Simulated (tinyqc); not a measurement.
Thermal, flicker and telegraph noise of a field-effect transistor: one step, computed by the program tinyqc.

Strong inversion, threshold roll-off and channel-length modulation left out; noise sources are uncorrelated and are given as one-sided spectral densities. The drain voltage is 50 mV.

Task: Operating point. C_ox = 3.9 eps_0/t; I = mu C_ox (W/L) V_ov V_D; g_m = I/V_ov; g_d0 = I/V_D.

Inputs (values chosen for the exercise, modelled on a silicon n-channel):

| quantity | value | unit |
|---|---|---|
| width W | 0.71 | micrometre |
| length L | 66 | nm |
| electrical oxide thickness t | 1.3 | nm |
| mobility mu | 170 | cm^2/(V s) |
| overdrive V_ov | 0.69 | V |

Operating region: linear. Flicker model: number fluctuation.

Constants: eps_0 = 8.8541878128e-12 F/m.

Give: C_ox; drain current I; g_m; g_d0.

Result:

C_ox = 2.6563 microfarad/cm^2

drain current I = 167.59 microampere

g_m = 242.89 microsiemens

g_d0 = 3351.8 microsiemens
